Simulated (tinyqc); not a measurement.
Heavy doping: gap narrowing, degeneracy and the minority density: one step. Product and minority density. Two cases, with inputs chosen for the exercise.

Task: Combine both effects.

Majority: N = Nc F_1/2(eta), eta the distance of EF beyond the majority band edge in kT. Degeneracy factor gam = F_1/2(eta)/exp(eta). ni0^2 = Nc Nv exp(-Eg/kT); product n p = ni0^2 gam exp(dEg/kT), dEg the true narrowing; apparent narrowing dEa = dEg + kT ln gam; minority density = n p/N.

Constants: kB = 8.617333262e-05 eV/K.

Give: ni0; exp(dEg/kT); dEa; sqrt(n p); minority density.

Case 1.

Values chosen (gap and densities of states near those of Si at this temperature; narrowing constants near the fits for Si; shifted at random, so the results belong to these values and not to a real crystal): N = 5e+18 1/cm^3 (ionised donors, equal to the majority density); Eg = 1.12 eV (gap); Nc = 2.79e+19 1/cm^3 (conduction-band density of states); Nv = 1.16e+19 1/cm^3 (valence-band density of states); T = 300 K.

dEg (empirical fit) = 51.1757 meV
gam = 0.938753

Result:

ni0 = 7.04e+09 1/cm^3
exp(dEg/kT) = 7.24
dEa = 49.5 meV
sqrt(n p) = 1.83e+10 1/cm^3
minority density = 67.3 1/cm^3

Narrowing multiplies the product by 7.24 and degeneracy by 0.939; together they change the minority density by a factor 6.8 against ni0^2/N.

Case 2.

Values chosen (gap and densities of states near those of Ge at this temperature; narrowing constants of the size fitted for Si, not for this material; shifted at random, so the results belong to these values and not to a real crystal): N = 4.7e+18 1/cm^3 (ionised donors, equal to the majority density); Eg = 0.59 eV (gap); Nc = 1.89e+19 1/cm^3 (conduction-band density of states); Nv = 9.05e+18 1/cm^3 (valence-band density of states); T = 450 K.

dEg (empirical fit) = 62.4993 meV
gam = 0.916112

Result:

ni0 = 6.50e+15 1/cm^3
exp(dEg/kT) = 5.01
dEa = 59.1 meV
sqrt(n p) = 1.39e+16 1/cm^3
minority density = 4.12e+13 1/cm^3

Narrowing multiplies the product by 5.01 and degeneracy by 0.916; together they change the minority density by a factor 4.59 against ni0^2/N.

Computed by tinyqc, one run a case: `OMP_NUM_THREADS=1 python tinyqc.py N N+1 out.jsonl` with N = 1650103, 1650188; one thread of a shared Intel(R) Xeon(R) Processor @ 2.30GHz, about 0.01 s a run at most.
